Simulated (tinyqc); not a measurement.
Lattice vibrations of a chain, step by step. One step of it, computed by the program tinyqc.

Problem. Frequencies. omega^2 are the eigenvalues; wavenumber = 521.4708 sqrt(eigenvalue) 1/cm.

D(q) (eV/(angstrom^2 u)):
$$\begin{pmatrix}
0.348711 & -0.070786 & 0.000000 & 0.144569+0.444939i \\
-0.070786 & 0.568935 & -0.620821 & 0.000000 \\
0.000000 & -0.620821 & 1.143662 & -0.402533 \\
0.144569-0.444939i & 0.000000 & -0.402533 & 1.221014
\end{pmatrix}$$

Give: eigenvalues; wavenumbers; weights |e|^2 of the mass-weighted modes.

Solution.

eigenvalues: [0.0449, 0.2211, 1.2025, 1.8138]

wavenumbers (1/cm): [110.5, 245.2, 571.8, 702.3]

weights |e|^2 of the mass-weighted modes, order atom 1, atom 2, atom 3, atom 4:
$$\begin{pmatrix}
0.3852 & 0.4390 & 0.1385 & 0.0374 \\
0.2851 & 0.3809 & 0.2191 & 0.1149 \\
0.1847 & 0.1335 & 0.2140 & 0.4678 \\
0.1450 & 0.0467 & 0.4284 & 0.3799
\end{pmatrix}$$
